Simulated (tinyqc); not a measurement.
Inside a calculation. Model: kinetics of strain relaxation and threading dislocations in mismatched semiconductor layers. Computed by tinyqc, a small Python program that keeps every step. Command: `OMP_NUM_THREADS=1 python tinyqc.py 3027666 3027667 out.jsonl threading walk`. One thread of a shared host (Intel(R) Xeon(R) Processor @ 2.30GHz), about 0.01 s of CPU time with the checks. Intermediate numbers are printed to about 6 digits and carried at full precision; extremes and crossings named in words are read from the listed rows.

60-degree dislocations on {111} planes of a (001) layer, isotropic elasticity. The Schmid factor is 1/sqrt(6), and a misfit segment relieves strain with b/2.

Inputs (values chosen for the exercise, modelled on Si(0.7)Ge(0.3) on Si):

| quantity | value | unit |
|---|---|---|
| misfit f | 0.0121 | - |
| shear modulus G | 59.8 | GPa |
| Poisson ratio nu | 0.27 | - |
| Burgers vector b | 3.89 | angstrom |
| glide activation energy Q | 2.07 | eV |
| velocity prefactor v0 | 28000 | m/s per MPa |
| layer thickness h | 40 | nm |
| anneal temperature T | 753 | K |
| anneal time t | 130 | s |
| initial thread density rho_0 | 8.2e+07 | 1/cm^2 |
| multiplication constant delta | 6400 | 1/m |
| grading rate (misfit per thickness) R_f | 0.0034 | 1/micrometre |
| growth temperature of the buffer T_g | 933 | K |
| growth rate R_g | 1.3 | nm/s |
| reaction radius r_A | 6.7 | nm |
| final thickness of a thick uniform layer H | 0.57 | micrometre |
| aspect ratio of a trench | 1.3 | - |

Sources: fixed density of threads.

Constants: k_B = 8.617333262e-05 eV/K.

## Excess stress and glide velocity at the start

Excess resolved stress tau = (1/sqrt 6) [2 G (1 + nu)/(1 - nu)] (e - e_eq), e_eq = b (1 - nu/4) [ln(h/b) + 1]/(4 pi (1 + nu) h), the Matthews-Blakeslee strain of an uncapped layer; glide velocity v = v0 tau exp(-Q/(k_B T)), tau in MPa.

equilibrium strain e_eq = 0.00320088

excess stress tau = 755.934 MPa

mobility v/tau = 3.91550e-10 m/s per MPa

initial velocity = 0.295986 micrometre/s

The layer carries 3.8 times its equilibrium strain. In the anneal time a thread would run 38 micrometre at this speed.

## Relaxation in the anneal

Threads run in two directions, so de/dt = -(b/4) rho v, with rho fixed. With x = e - e_eq, x0 = f - e_eq (fully strained at t = 0) and v = m S x (m the mobility, S x = tau): x = x0 exp(-t/t_r), t_r = 4/(b rho_0 m S). The half time is that at which x = x0/2.

strain left e = 0.00950466

share of the excess strain relieved = 29.1640 %

thread density = 8.20e+07 1/cm^2

half time = 261.335 s

Relaxation is under way. The misfit lines laid down are 0.075 micrometre apart. Caution: blocking of threads by crossing misfit lines, left out here, leaves real layers with more strain.

## Anneal temperature

The formulas are those given above.

After the time t:

| T (K) | first velocity (micrometre/s) | relieved (%) | threads (1/cm^2) | half time (s) |
|---|---|---|---|---|
| 671 | 6.00052e-03 | 0.6966 | 8.20e+07 | 1.28908e+04 |
| 694 | 1.96540e-02 | 2.2635 | 8.20e+07 | 3.93567e+03 |
| 722 | 7.52343e-02 | 8.3912 | 8.20e+07 | 1.02814e+03 |
| 744 | 2.01223e-01 | 20.8963 | 8.20e+07 | 3.84407e+02 |
| 770 | 5.98614e-01 | 50.2094 | 8.20e+07 | 1.29218e+02 |
| 787 | 1.17438e+00 | 74.5402 | 8.20e+07 | 6.58659e+01 |
| 812 | 3.00560e+00 | 96.9842 | 8.20e+07 | 2.57358e+01 |
| 852 | 1.20534e+01 | 99.9999 | 8.20e+07 | 6.41740e+00 |

The half time follows exp(Q/(k_B T)), a decade for each 57 K near 770 K. Relief goes from 21 % at 744 K to 74.5 % at 787 K: with a fixed density the onset is gradual, and more threads relax the layer sooner. Caution: rows with more than 50 % relieved leave out blocking by crossing misfit lines, which slows real layers.

## Graded buffer

In steady grading, strain is fed at R_f R_g and relieved at (b/4) rho v. As a glide-limited estimate, the driving stress is taken as the mean stress of the strained top zone, whose depth z solves R_f z/2 = e_eq(z), with strain R_f z at the surface; tau_g = S R_f z/2 is its mean; then rho = 4 R_f R_g/(b m tau_g), m = v0 exp(-Q/(k_B T_g)), S = (1/sqrt 6) 2 G (1 + nu)/(1 - nu), e_eq(z) = b (1 - nu/4) [ln(z/b) + 1]/(4 pi (1 + nu) z).

depth z of the strained zone = 321.196 nm

stress tau_g = 46.3827 MPa

thread density of the buffer = 531521 1/cm^2

buffer thickness f/R_f = 3.55882 micrometre

Raising T_g by 50 K would lower this density by a factor 3.7: fast glide lets few threads do the work.

## Thick uniform layer and trapping in a trench

A separate case, a thick relaxed layer. Pair reactions during growth: d rho/dh = -K rho^2 with K = 2 r_A tan(psi) and threads inclined by psi = 45 degrees (the <110> lines of {111} planes), so rho = 1/(K H) for a layer that starts with far more threads than that, as highly mismatched layers do. In a trench along [110] a thread on {111} rises at 54.74 degrees across the width, and leaves through the wall below the height w tan(54.74 degrees) = sqrt(2) w; the share of threads, evenly spread over the floor, that reach the top is max(0, 1 - a/sqrt 2) for the aspect ratio a.

thread density at H = 1.30924e+10 1/cm^2

share that reaches the top = 0.0807612

The trench is too shallow to trap all. Thickness alone needs 7500 micrometre for 1e6 /cm^2. Caution: at this small misfit a layer may start with fewer threads than 1/(K H), which is then only an upper bound.

Checks made by the program: strain against numerical integration (relative difference below 1e-10).
